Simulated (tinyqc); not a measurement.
# Voltage acceleration of oxide breakdown, four models on the same data: effect of the use temperature

Field E = V/tox in MV/cm. Models: ln(t63/1 s) = a - c X with X = E (E model), -1/E (1/E model), ln V (power law, c the exponent n) or sqrt(E).

With a and c fitted to the stress data, the voltage for ten years solves a - c X + ln(temperature factor times ks) = ln 3.15576e8; temperature factor exp[(Ea q/kB)(1/Tu - 1/Ts)].

Inputs (values chosen for the exercise): oxide thickness tox = 2 nm; stress temperature Ts = 373 K; activation energy Ea = 0.91 eV; factor for area and percentile ks = 2.7e-6.

Constants: q = 1.602176634e-19 C, kB = 1.380649e-23 J/K. Results are converted to the units shown.

| model | c | a |
|---|---|---|
| E | 2.70830 | 36.3185 |
| 1/E | 331.092 | -23.9908 |
| power | 30.1000 | 30.0507 |
| sqrt E | 18.0808 | 66.3902 |

Effect of the use temperature:

| Tu (K) | temperature factor | V for ten years, E (V) | V for ten years, 1/E (V) | V for ten years, power (V) | V for ten years, sqrt E (V) |
|---|---|---|---|---|---|
| 273 | 3.190e4 | 1.056 | 1.439 | 1.306 | 1.204 |
| 298 | 1243 | 0.8161 | 1.344 | 1.172 | 1.035 |
| 328 | 48.63 | 0.5768 | 1.261 | 1.053 | 0.8779 |
| 358 | 3.275 | 0.3776 | 1.200 | 0.9623 | 0.7573 |
| 378 | 0.6876 | 0.2623 | 1.167 | 0.9137 | 0.6916 |
| 398 | 0.1689 | 0.1586 | 1.139 | 0.8721 | 0.6351 |
| 423 | 0.03521 | 0.04282 | 1.109 | 0.8278 | 0.5748 |

The temperature factor falls from 31900 to 0.0352, and the allowed voltage by 95.9 % in the E model and 23.0 % in the 1/E model: the steeper a model is near use conditions, the less voltage a given factor in time costs.

Range of the model: All four laws are empirical fits; none is established far below the stress range.

Computed by the program tinyqc: `OMP_NUM_THREADS=1 python tinyqc.py 2070171 2070172 out.jsonl`, one thread of a shared Intel Xeon 2.30GHz, about 0.01 s for the whole run.
